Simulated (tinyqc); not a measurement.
Time-domain thermoreflectance: layered heat flow under a modulated pulse train, and what the signal ratio measures: one step, computed by the program tinyqc.

Pulses repeat at 80 MHz; heat is laid down at the surface, all layers are isotropic.

Question. Length and time scales. Penetration depth sqrt(kappa/(pi f C)); effusivity sqrt(kappa C); cooling time of the metal d C_m/G; Kapitza length kappa/G.

Inputs (values chosen for the exercise, modelled on aluminium on 4H-SiC):
```
quantity                                value        unit
metal thickness d                         100          nm
metal heat capacity                      2.42  MJ/(m^3 K)
boundary conductance G under the metal     89  MW/(m^2 K)
substrate conductivity kappa              321     W/(m K)
substrate heat capacity C                2.22  MJ/(m^3 K)
modulation frequency f                     12         MHz
spot radius w (1/e^2, pump and probe)     8.5  micrometre
```

Stack: metal, substrate.

Give: penetration depth; effusivity; cooling time of the metal; Kapitza length; depth over spot radius.

Answer.

penetration depth = 1.9584 micrometre

effusivity = 26695 W s^(1/2)/(m^2 K)

cooling time of the metal = 2719.1 ps

Kapitza length = 3606.7 nm

depth over spot radius = 0.23040
